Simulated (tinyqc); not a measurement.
Inside a calculation: plasmons of a degenerate electron gas in the random-phase approximation. Values are carried at full precision from step to step, so a last printed digit may differ when a step is redone from the rounded ones.

Zero temperature, parabolic band: kF = (3 pi^2 n)^(1/3), EF = c kF^2/m, Ep^2 = 8 pi c e2 n/(m eb), qTF^2 = 6 pi e2 n/(eb EF), c = hbar^2/2m0, e2 = e^2/(4 pi eps0), n in 1/angstrom^3 (1e-24 per 1/cm^3).

Constants: hbar^2/2m0 = 3.80998211 eV angstrom^2; e^2/(4 pi eps0) = 14.39964547 eV angstrom; a0 (Bohr radius) = 0.5291772105 angstrom.

Inputs chosen for the exercise (a free-electron density near that of Al; shifted at random, so the results belong to these values and not to a real crystal): n = 1.84e+23 1/cm^3 (electron density); m = 1 m0 (mass); eb = 1 (background dielectric constant); q = 2.37 1/angstrom (wave vector); E = 19.4 eV (energy transfer); qp = 0.588 1/angstrom (wave vector of the plasmon).

## Scales of the gas

Also rs = (3/(4 pi n))^(1/3) m/(a0 eb).

kF = 1.7596 1/angstrom
EF = 11.796 eV
Ep = 15.928 eV
qTF = 2.0576 1/angstrom
hbar vF = 13.408 eV angstrom
rs = 2.061

Ep/EF = 1.350. With rs above 1 exchange and correlation, left out here, lower the dispersion noticeably.

## The dielectric function at one point

Lindhard function: eps(q, E)/eb = 1 + (qTF/q)^2 (f1 + i f2) with z = q/(2 kF), u = E/(hbar vF q), hbar vF = 2 c kF/m; f1 = 1/2 + [h(z - u) + h(z + u)]/(8 z), h(x) = (1 - x^2) ln|(x + 1)/(x - 1)|; f2 = pi u/2 for z + u < 1, (pi/(8 z))(1 - (z - u)^2) for |z - u| < 1 < z + u, else 0. Pairs exist for c (q^2 - 2 q kF)/m < E < c (q^2 + 2 q kF)/m.

Give also the loss function Im(-eb/eps).

z, u: 0.6735  0.6105

f1, f2: 0.2723  0.5808

eps/eb = 1.205+0.438i
loss function = 0.266

The point lies inside the pair continuum, so eps has an imaginary part.

## The plasmon at one wave vector

Solve f1 (qTF/q)^2 = -1 above the continuum, and compare with E^2 = Ep^2 + (3/5)(hbar vF q)^2 + (c q^2/m)^2.

top of the continuum = 9.201 eV
plasmon energy = 17.15 eV
short formula = 17.11 eV

The plasmon lies 7.949 eV above the continuum and 7.7 % above Ep; the short formula errs by -0.24 %.

## Where Landau damping starts

Find qc at which the plasmon meets the top of the continuum, eps(qc, c (qc^2 + 2 qc kF)/m) = 0, and compare with Ep/(hbar vF).

qc = 1.297 1/angstrom
qc/kF = 0.737
energy there = 23.81 eV
Ep/(hbar vF) = 1.188 1/angstrom

The simple estimate is 0.916 times qc.

## Checks

- F-sum of the loss function at q = 1.3 qc over (pi/2) Ep^2 against 1: both 1.00.
- f1 at E = 0 and z = 0.6 against the static Lindhard function: both 0.86968.

tinyqc: `OMP_NUM_THREADS=1 python tinyqc.py 1651805 1651806 out.jsonl`; about 0.01 s, one thread, shared Intel(R) Xeon(R) Processor @ 2.30GHz.
